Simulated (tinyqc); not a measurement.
# FinFET, parasitic resistance, capacitance and delay, step by step

tinyqc, about 0.03 s, one thread, Intel Xeon 2.30GHz (shared host): `OMP_NUM_THREADS=1 python tinyqc.py 2170079 2170080 out.jsonl` Printed values are rounded.

Nf fins under one contact; each has gated perimeter p = 2 Hf + Wf and cross-section A = Hf Wf; contact width Wc = Nf pf, stack height Hs = Hf. Contact length Lc = CPP - Lg - 2 Lsp, shared by two neighbouring gates. Source and drain sides are equal. The formulas are first-order estimates, not field solutions.

Inputs (values chosen for the exercise); values close to those of silicon logic devices: temperature T = 300 K; number of fins Nf = 2; fin height Hf = 50 nm; fin width Wf = 7 nm; fin pitch pf = 27 nm; contacted gate pitch CPP = 51 nm; gate length Lg = 18 nm; spacer length Lsp = 6 nm; relative permittivity of the spacer ks = 4.5; gate height above the channel stack Hc = 30 nm; contact resistivity rc = 2.6e-9 ohm cm^2; resistivity of the source-drain epitaxy re = 0.00043 ohm cm; current-carrying depth of the epitaxy te = 25 nm; resistivity of the extension rx = 0.0011 ohm cm; gate overlap Lov = 1.5 nm; inversion capacitance Cinv = 2.8 uF/cm^2; injection velocity vx = 1e7 cm/s; apparent mobility mu = 270 cm^2/(V s); threshold at zero drain voltage VT = 0.21 V; barrier lowering dl = 0.065 V/V; subthreshold factor n = 1.18; wire load Cw = 0.28 fF; supply voltage Vdd = 0.7 V.

Constants: q = 1.602176634e-19 C, kB = 1.380649e-23 J/K, eps0 = 8.8541878128e-12 F/m, Vt = kB T/q. Results are converted to the units shown.

## Geometry and resistances

Epitaxy sheet resistance Rsh = re/te, transfer length LT = sqrt(rc/Rsh), contact Rc = [sqrt(rc Rsh)/Wc] coth(Lc/(2 LT)); extension of one fin Rx = rx Lsp/A. Effective width N p; for equal currents one side has Rc + Rx/N.

Lc = 21 nm
effective width = 214 nm
Rsh = 172 ohm
LT = 38.87966 nm
Rc = 469.6481 ohm
Rx = 188.5714 ohm
one side times effective width = 120.6818 ohm um

Lc/2 is 0.27 transfer lengths, and Rc is 2.4 % above the area limit rc/(Wc Lc/2). The contact makes up 83.3 % of one side.

## Capacitances

With N fins: gate Cg = Cinv p N Lg; per side, plate Cp = ks eps0 [Wc (Hs + Hc) - N A]/Lsp, top fringe Cf = (2/pi) ks eps0 Wc ln(1 + Lg/(2 Lsp)), overlap Co = Cinv p N Lov. Cs = Cp + Cf + Co. An inverter of two such devices driving an equal one has the load CL = 2 (Cg + 2 Cs) + 4 Cs + Cw (its own drains counted twice for the Miller effect).

Cg = 107.8560 aF
Cp = 24.03912 aF
Cf = 1.255071 aF
Co = 8.988 aF
CL = 769.9695 aF

The channel capacitance gives 28.0 % of CL, the parasitic parts 35.6 % and the wire 36.4 %.

## Iteration 1: fin currents at Vgs = Vdd, Vds = Vdd/2

I at the start (uA): fin 1 0, fin 2 0

One fin: I = p Q vx u/(1 + |u|^1.8)^(1/1.8), Q = Cinv n Vt ln(1 + exp((Vg' - VT + dl Vd')/(n Vt))), u = Vd' mu/(vx Lg), Vg' = Vgs - v, Vd' = Vds - 2 v, with the drop on each side v = Rc (sum of I) + Rx I. I(new) = I + 0.5 (I(out) - I).

drop v (mV): fin 1 0, fin 2 0
I(out) (uA): fin 1 149.4684, fin 2 149.4684
I after iteration 1 (uA): fin 1 74.73422, fin 2 74.73422

## Iteration 2: fin currents at Vgs = Vdd, Vds = Vdd/2

As before.

drop v (mV): fin 1 84.29031, fin 2 84.29031
I(out) (uA): fin 1 114.9103, fin 2 114.9103
I after iteration 2 (uA): fin 1 94.82224, fin 2 94.82224

## Course of the iteration: fin currents at Vgs = Vdd, Vds = Vdd/2

Stop when the largest change of I is below 1e-6 uA, or after 80 iterations.

Course of the iteration:
```
iteration  total I (uA)  largest |change| of one entry (uA)
1              149.4684                                74.7
2              189.6445                                20.1
3              197.3339                                3.84
4              198.3949                               0.531
5              198.5269                              0.0660
6              198.5431                             8.07e-3
7              198.5450                             9.86e-4
8              198.5453                             1.20e-4
9              198.5453                             1.47e-5
10             198.5453                             1.80e-6
11             198.5453                             2.19e-7
```

Converged in 11 iterations. At the end each change is about 0.12 times the one before: linear convergence.

## Effective current, delay and energy

IH = I(Vdd, Vdd/2) = 198.5453 uA
IL = I(Vdd/2, Vdd), solved likewise = 80.00130 uA

Ieff = (IH + IL)/2, delay CL Vdd/(2 Ieff), energy CL Vdd^2, with CL the load of an inverter that drives an equal one.

Ieff = 139.2733 uA
delay = 1.934968 ps
energy = 377.2851 aJ

Without any series resistance Ieff would be 205 uA, so the resistances cost 31.9 %.
